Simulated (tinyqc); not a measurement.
Landau-Devonshire theory of a uniaxial ferroelectric: one step, computed by the program tinyqc.

G(P) = (alpha/2) P^2 + (beta*/4) P^4 + (gamma/6) P^6 - E P per volume, SI units, one domain, P along the polar axis.

Task: Temperatures of the first-order transition. T_C = T0* + 3 beta*^2/(16 alpha_0 gamma); the polar phase survives up to T1 = T0* + beta*^2/(4 alpha_0 gamma); at T_C Ps^2 = -3 beta*/(4 gamma); latent heat = (1/2) alpha_0 T_C Ps^2.

Inputs (values chosen for the exercise, modelled on lead titanate):

| quantity | value | unit |
|---|---|---|
| alpha_0 | 749000 | J m/(C^2 K) |
| Curie-Weiss temperature T0 | 752 | K |
| gamma | 1.61e+09 | J m^9/C^6 |
| temperature T | 462 | K |

Sample: free crystal.

T0* = 752 K

beta* = -2.88e+08 J m^5/C^4

Give: transition temperature T_C; superheating limit T1; jump of Ps; latent heat.

Result:

transition temperature T_C = 764.90 K

superheating limit T1 = 769.20 K

jump of Ps = 36.628 microcoulomb/cm^2

latent heat = 38.431 MJ/m^3

Thermal hysteresis can span at most T1 - T0* = 17.2 K.
